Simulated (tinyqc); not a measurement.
## Ellipsometry and reflectance of a transparent film on an absorbing substrate: psi and Delta against the film thickness

Air (index 1), film, substrate with N2 = n2 - i k2; time factor exp(+i w t). q_j = sqrt(N_j^2 - sin^2 th), root with positive real part. Fresnel coefficients r_s = (q_a - q_b)/(q_a + q_b), r_p = (N_b^2 q_a - N_a^2 q_b)/(N_b^2 q_a + N_a^2 q_b). tan(Psi) exp(i Delta) = R_p/R_s, Delta taken from 0 to 360 degrees.

beta = 2 pi d q1/lam, X = exp(-2 i beta), R = (r01 + r12 X)/(1 + r01 r12 X) for p and s. The last column is the derivative of Delta.

Values chosen for this exercise; indices close to those of titanium dioxide on silicon:
```
symbol  value     unit                                  meaning
lam     632.8       nm                               wavelength
th         70  degrees                       angle of incidence
n1      2.389                     index of the transparent film
n2      3.882                            index of the substrate
k2      0.019           extinction coefficient of the substrate
```

Result of one run:
```
d (nm)  Psi (degrees)  Delta (degrees)  |R_p|^2  |R_s|^2  dDelta/dd (degrees/nm)
78              24.30            343.2  0.07105   0.3485                  -2.628
```

What becomes of these results when the film thickness d is changed from 78 to 93 nm, all else the same?

Result of the changed run:
```
d (nm)  Psi (degrees)  Delta (degrees)  |R_p|^2  |R_s|^2  dDelta/dd (degrees/nm)
93              20.25            308.0  0.06276   0.4610                  -2.117
```

The whole series:
```
d (nm)  Psi (degrees)  Delta (degrees)  |R_p|^2  |R_s|^2  dDelta/dd (degrees/nm)
0               10.57            179.2  0.02420   0.6947                  -3.230
16              11.95            130.3  0.03019   0.6736                  -2.775
31              14.96            93.09  0.04368   0.6115                  -2.227
47              19.18            59.50  0.05971   0.4933                  -2.065
62              23.53            25.96  0.06984   0.3683                  -2.492
78              24.30            343.2  0.07105   0.3485                  -2.628
93              20.25            308.0  0.06276   0.4610                  -2.117
109             15.83            274.7  0.04739   0.5893                  -2.145
124             12.56            239.4  0.03292   0.6626                  -2.624
140             10.65            192.3  0.02455   0.6936                  -3.198
```

Psi goes from 10.6 through a maximum of 24.3 (at d = 78 nm among the rows listed) to 10.7 degrees. The period is 144.1 nm, after which Psi and Delta return to the values of the bare substrate, so one angle and wavelength fix d only up to a multiple of it. The size of the slope of Delta runs from 2.07 to 3.23 degrees/nm among the rows; Delta is counted modulo 360 degrees, and sharper features can lie between the rows.

Program tinyqc, `OMP_NUM_THREADS=1 python tinyqc.py 2870157 2870158 out.jsonl`; Intel Xeon 2.30GHz, shared host, one thread, about 0.01 s.
